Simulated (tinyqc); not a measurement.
Line constants from open and short measurements.

Inverse problem. A uniform line of length len, under a quarter wavelength, has Z_open = Zc coth(gamma len) and Z_short = Zc tanh(gamma len); gamma Zc = r + i w l and gamma/Zc = g + i w c, w = 2 pi f. Find r, l and c.

Parameters, values chosen for the exercise:
- len = 0.52 mm (length)
- f = 6.5 GHz (frequency)

Zin with the far end open = 0.69437-375.06567i ohm
Zin with the far end shorted = 2.1028012+6.6616065i ohm

Answer. The product of the two impedances is Zc^2 and their ratio tanh^2(gamma len); the principal branch holds below a quarter wavelength.

r = 3.997 ohm/mm
l = 0.3120 nH/mm
c = 124.8 pF/m

Numbers from tinyqc (`OMP_NUM_THREADS=1 python tinyqc.py 2810172 2810173 out.jsonl`; about 0.01 s on one thread of a shared Intel Xeon 2.30GHz).
